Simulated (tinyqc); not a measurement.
Shockley-Read-Hall recombination through one deep level: sweeps and comparisons. A value that a table varies takes the place of the one given here.

One level at Et with degeneracy 1: tn = 1/(sn vth Nt), tp = 1/(sp_ vth Nt), n1 = Nc exp((Et - Eg)/kT), p1 = Nv exp(-Et/kT), ni^2 = n1 p1. Equilibrium n0 = Nm, p0 = ni^2/Nm; n = n0 + dn, p = p0 + dn. U = (n p - ni^2)/(tp (n + n1) + tn (p + p1)), lifetime dn/U; emission rates en = sn vth n1, ep = sp_ vth p1.

Constants: kB = 8.617333262e-05 eV/K.

Parameters, chosen for this exercise (gap and densities of states near those of Si at this temperature; shifted at random, so the results belong to these values and not to a real crystal): E1 = 0.531 eV (level (+1/0) above Ev); E2 = 0.717 eV (level (0/-1) above Ev); gm = 1 (degeneracy of the middle state, the others 1); T = 250 K; Eg = 1.13 eV (gap); Nc = 2.1e+19 1/cm^3 (conduction-band density of states); Nv = 8.76e+18 1/cm^3 (valence-band density of states); Nd = 8e+16 1/cm^3 (ionised shallow donors minus acceptors); Et = 0.717 eV (recombination level above Ev); Nt = 1.5e+16 1/cm^3 (defects); sn = 1.7e-16 cm^2 (electron capture cross-section); sp_ = 1.6e-15 cm^2 (hole capture cross-section); vth = 25000000 cm/s (thermal velocity, both carriers); Nm = 1.5e+17 1/cm^3 (equilibrium electrons for the lifetime steps); dn = 1.2e+13 1/cm^3 (excess pairs).

## Charge state against the Fermi level (deep level with several charge states)

Energies from Ev. The defect has charge states +1, 0, -1 with weights 1, gm exp((EF - E1)/kT), exp((2 EF - E1 - E2)/kT); the shares are the weights over their sum. Boltzmann carriers: n = Nc exp((EF - Eg)/kT), p = Nv exp(-EF/kT). Neutrality: p - n + Nd + Nt <q> = 0.

Shares:
```
EF (eV)     +1      0     -1     <q>
0.068    1.000  0.000  0.000   1.000
0.158    1.000  0.000  0.000   1.000
0.249    1.000  0.000  0.000   1.000
0.339    1.000  0.000  0.000   1.000
0.429    0.991  0.009  0.000   0.991
0.520    0.625  0.375  0.000   0.625
0.610    0.025  0.969  0.007   0.018
0.701    0.000  0.677  0.322  -0.322
0.791    0.000  0.031  0.969  -0.969
0.881    0.000  0.000  1.000  -1.000
0.972    0.000  0.000  1.000  -1.000
1.062    0.000  0.000  1.000  -1.000
```

Where the levels are several kT apart the middle state rules between about E1 - kT ln gm = 0.531 and E2 + kT ln gm = 0.717 eV; its largest share listed is 0.969. Each step spreads from 10 % to 90 % over 4.4 kT = 0.095 eV.

## Defects against doping (deep level with several charge states)

Nt takes the listed multiples of |Nd|; the resistivity uses mobilities of 1000 (electrons) and 300 (holes) cm^2/(V s), chosen for the exercise, and e = 1.602176634e-19 C.

Neutral state:
```
Nt/|Nd|  EF (eV)  n (1/cm^3)  p (1/cm^3)  rho (ohm cm)
0.01      1.0098    7.92e+16      0.0386        0.0788
0.10      1.0077    7.20e+16      0.0424        0.0867
0.30      1.0023    5.60e+16      0.0545         0.111
0.60      0.9903    3.20e+16      0.0954         0.195
0.90      0.9604    8.00e+15       0.382         0.780
1.10      0.7666    9.92e+11    3.08e+03      6.29e+03
1.50      0.7319    1.98e+11    1.54e+04      3.15e+04
3.00      0.7021    4.97e+10    6.15e+04      1.26e+05
10.00     0.6700    1.12e+10    2.72e+05      5.57e+05
```

EF goes from 1.010 to 0.670 eV and the resistivity from 0.0788 to 5.57e+05 ohm cm, with a largest value of 5.57e+05. The largest move of EF, -0.194 eV, comes between Nt/|Nd| = 0.9 and 1.1; the levels lie at 0.531 and 0.717 eV. A defect can take up to one carrier of either sign, so the doping can be cancelled no earlier than Nt = |Nd|, there only if EF lies well beyond the level that takes the carriers and otherwise at larger Nt (mean charge -0.10 in the last row).

## Lifetime against injection

Recombination:
```
dn (1/cm^3)  lifetime (microsecond)  U (1/(cm^3 s))
1.0e+11                    0.001667        6.00e+19
1.0e+12                    0.001667        6.00e+20
1.0e+13                    0.001668        6.00e+21
1.0e+14                    0.001677        5.96e+22
1.0e+15                    0.001771        5.65e+23
1.0e+16                    0.002647        3.78e+24
1.0e+17                    0.007941        1.26e+25
1.0e+18                     0.01531        6.53e+25
```

The lifetime rises from 0.001667 to 0.01531 microsecond; tn + tp = 0.01735. At low injection it is tp (1 + n1/n0) + tn p1/n0 with n1/Nm = 6.6e-07 and p1/Nm = 2.1e-13: re-emission is negligible, so minority capture alone counts. Auger and radiative paths are left out; they cut in at the highest injections, and in a doped direct-gap crystal the radiative one counts at all injections. dn = dp neglects trapped charge, which matters where the traps hold a charge comparable with dn, at low injection and with very unequal cross sections.

## Where a level does most harm

Et takes the values listed; G = Nt en ep/(en + ep) in a depleted region; the lifetime is for dn = 1e11 1/cm^3.

Results:
```
Et (eV)  lifetime (microsecond)  G (1/(cm^3 s))
0.068                    0.0407        5.22e+05
0.158                   0.00226        3.40e+07
0.249                   0.00168        2.33e+09
0.339                   0.00167        1.52e+11
0.429                   0.00167        9.89e+12
0.520                   0.00167        6.73e+14
0.610                   0.00167        2.50e+15
0.701                   0.00167        3.88e+13
0.791                   0.00167        5.95e+11
0.881                   0.00167        9.13e+09
0.972                   0.00182        1.34e+08
1.062                    0.0116        2.05e+06
```

Generation peaks where en = ep, at Eg/2 + (kT/2) ln(sp_ Nv/(sn Nc)) = 0.580 eV; the largest value listed is at 0.610 eV, and G falls by a decade for each 0.050 eV away from the peak. The lifetime is within a factor 2 of its minimum, 0.00167 microsecond, from 0.158 to 0.972 eV: recombination tolerates a wide range of Et, generation a narrow one.

## What moves lifetime and leakage

G = Nt en ep/(en + ep). Each row changes one parameter from the base and keeps the others.

Results:
```
case                 lifetime (microsecond)  G (1/(cm^3 s))
base                               0.001668        1.85e+13
Et = 0.757 eV                      0.001668        2.89e+12
sn = 3.4e-16 cm^2                  0.001667        1.85e+13
sp_ = 3.2e-15 cm^2                0.0008346        3.69e+13
Nt = 7.5e+15 1/cm^3                0.003336        9.24e+12
Nm = 4.5e+17 1/cm^3                0.001667        1.85e+13
dn = 3.6e+13 1/cm^3                0.001670        1.85e+13
```

The largest shifts from the base row, up to three for each result and ties (the steps differ in size, so this ranks the rows, not the parameters). lifetime (microsecond): Nt +0.00167, sp_ -0.000833, dn +2.51e-06; unchanged at the printed digits by Et. G (1/(cm^3 s)): sp_ +1.85e+13, Et -1.56e+13, Nt -9.24e+12; unchanged at the printed digits by sn, Nm and dn.

Run: tinyqc, `OMP_NUM_THREADS=1 python tinyqc.py 1681307 1681308 out.jsonl`; Intel(R) Xeon(R) Processor @ 2.30GHz, one thread, shared host; about 0.01 s of CPU time with all checks.
